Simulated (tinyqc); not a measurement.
Changing the anneal time t: interdiffusion of a quantum well during annealing: blurred potential and shift of the confined levels. Computed by tinyqc, a small Python program. Command: `OMP_NUM_THREADS=1 python tinyqc.py 3031466 3031467 out.jsonl qwi sweep`. One thread of a shared host (Intel(R) Xeon(R) Processor @ 2.30GHz), about 0.09 s of CPU time with the checks.

A square well of width w is blurred by Fick diffusion with a constant coefficient; band offsets are linear in composition, masses are uniform, and strain and excitons are ignored.

Inputs (values chosen for the exercise, modelled on SiGe in silicon (holes and electrons as a model)):
```
quantity               value    unit
well width w             9.3      nm
electron mass m_e      0.194     m_0
hole mass m_h          0.294     m_0
conduction offset V_c  0.037      eV
valence offset V_v      0.26      eV
prefactor D0             100  cm^2/s
activation energy E     4.07      eV
anneal temperature T     910       C
```

Constants: k_B = 8.617333262e-05 eV/K; hbar^2/(2 m_0) = 3.80998212 eV angstrom^2.

Method:
- D = D0 exp(-E/(k_B T)); L = sqrt(D t); share of well material at the centre erf(w/(4L)); 1 nm = 1e-7 cm.
- Temperatures in kelvin are T(C) + 273.15.
- With L = sqrt(D t) and the share at the centre erf(w/(4L)). After the anneal: V(z) = V {1 - (1/2)[erf((w/2 - z)/(2L)) + erf((w/2 + z)/(2L))]}, energies counted from the original well bottom. Finite differences on 3000 points over |z| < w/2 + 6L + 25 nm; shifts are taken against the same grid with cell-averaged square steps.
- Rise of the bottom = V (1 - share at the centre). Overlap = |<electron|hole>|^2.

One run for each value; columns: (1) anneal time t (s); (2) blue shift of the transition (meV); (3) diffusion length L (nm); (4) rise of the gap at the centre (meV); (5) overlap:
```
(1)       (2)    (3)        (4)     (5)
11      5.332   0.71  1.143e-03  0.8770
26     12.880   1.09  7.897e-01  0.8462
60     31.924   1.66  1.424e+01  0.8173
140    70.285   2.54  5.803e+01  0.8072
330   119.802   3.90  1.185e+02  0.8107
770   164.793   5.96  1.725e+02  0.8173
1800  199.740   9.11  2.133e+02  0.8235
4200  224.652  13.91  2.415e+02  0.8285
```

Describe and explain the trends.

Over the rows, blue shift of the transition (meV) rises from 5.33 to 225 (exponent d ln y / d ln x 1.0 between the first rows and 0.14 between the last); diffusion length L (nm) rises from 0.712 to 13.9 (exponent d ln y / d ln x about 0.50 throughout); rise of the gap at the centre (meV) rises from 0.00114 to 241 (exponent d ln y / d ln x 7.6 between the first rows and 0.15 between the last). At the low end the exponent of blue shift of the transition is 1.03, close to 1: first order in L^2 = D t.  Left out: 9900 (no blur, or the well has dissolved).
